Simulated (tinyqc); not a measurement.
# Off-state leakage of single and stacked transistors, step by step

tinyqc, about 0.03 s, one thread, Intel Xeon 2.30GHz (shared host): `OMP_NUM_THREADS=1 python tinyqc.py 2242224 2242225 out.jsonl` Printed values are rounded.

n-channel devices of unit width. Subthreshold current I(Vg, Vs, Vd) = I0 (T/300 K)^0.5 exp[(Vg - Vs - VT(T) - gb (Vs - Vb) + dd (Vd - Vs))/(nf Vt)] (1 - exp(-(Vd - Vs)/Vt)), VT(T) = VT - cT (T - 300 K). Gate-edge tunnelling Ig (Vd/1 V) exp(ag (Vd - 1 V)), for a gate at 0 V, and band-to-band leakage Ab u exp(-Bb/u), u = Vd - Vb + 1 V, flow at a drain held at V; both are taken as independent of T. In a stack of off transistors (all gates at 0 V) the same subthreshold current passes through each.

Parameters, values chosen for the exercise; values of the order met in bulk silicon logic transistors: temperature T = 378 K; supply voltage V = 0.8 V; threshold at 300 K, zero drain and body bias VT = 0.36 V; fall of the threshold with temperature cT = 0.9 mV/K; current at threshold at 300 K I0 = 0.35 uA/um; slope factor nf = 1.3; drain-induced lowering per volt dd = 0.13; rise of the threshold per volt of source-body bias gb = 0.18; gate-edge tunnelling current at 1 V Ig = 5e-5 uA/um; exponential slope of the gate current ag = 4.8 1/V; prefactor of band-to-band leakage at the drain Ab = 1 uA/(um V); its exponential voltage Bb = 22 V; body voltage Vb = 0 V.

Constants: q = 1.602176634e-19 C, kB = 1.380649e-23 J/K, Vt = kB T/q. Results are converted to the units shown.

## Leakage of one transistor

Vg = Vs = 0, Vd = V; effective threshold VT(T) - gb Vb - dd V.

effective threshold = 0.1858 V
parts (nA/um): subthreshold 4.883106, gate edge 0.01531572, band-to-band 0.008855821
total = 4.907278 nA/um
shares (%): subthreshold 99.50743, gate edge 0.3121021, band-to-band 0.1804630

The subthreshold part is the largest.

## Starting value

Vx = dd V/(1 + gb + 2 dd), the solution for Vx well above Vt, rounded to three decimals.

Vx at the start = 0.072 V

## Iteration 1: new Vx

Stack of two, Vx the node between them: I_low = I(0, 0, Vx), I_up = I(0, Vx, V), f = ln(I_up/I_low), f' = -(1 + gb + 2 dd)/(nf Vt) - 1/(Vt (exp(Vx/Vt) - 1)) - 1/(Vt (exp((V - Vx)/Vt) - 1)), Vx(new) = Vx - f/f'.

I_low = 0.4651884 nA/um
I_up = 0.5264464 nA/um
f = 0.1237070
f' = -37.78704 1/V
Vx after iteration 1 = 0.07527380 V

## Iteration 2: new Vx

As before.

I_low = 0.4754211 nA/um
I_up = 0.4757400 nA/um
f = 6.705372e-4
f' = -37.38569 1/V
Vx after iteration 2 = 0.07529173 V

## Iteration 3: new Vx

As before.

I_low = 0.4754761 nA/um
I_up = 0.4754761 nA/um
f = 1.852205e-8
f' = -37.38362 1/V
Vx after iteration 3 = 0.07529173 V

## Course of the iteration

Stop when the step is below 1e-11 V, or after 40 iterations.

Course of the iteration:
```
iteration	Vx before the step (V)	step (V)
1	0.072	3.27e-3
2	0.07527380	1.79e-5
3	0.07529173	4.95e-10
4	0.07529173	< 1e-15
```

Converged in 4 iterations. The subthreshold current of the stack is 0.4755 nA/um, 10.3 times less than that of one transistor (the drain leakage is unchanged); the estimate exp[dd V (1 + gb + dd)/((1 + gb + 2 dd) nf Vt)] gives 9.34.
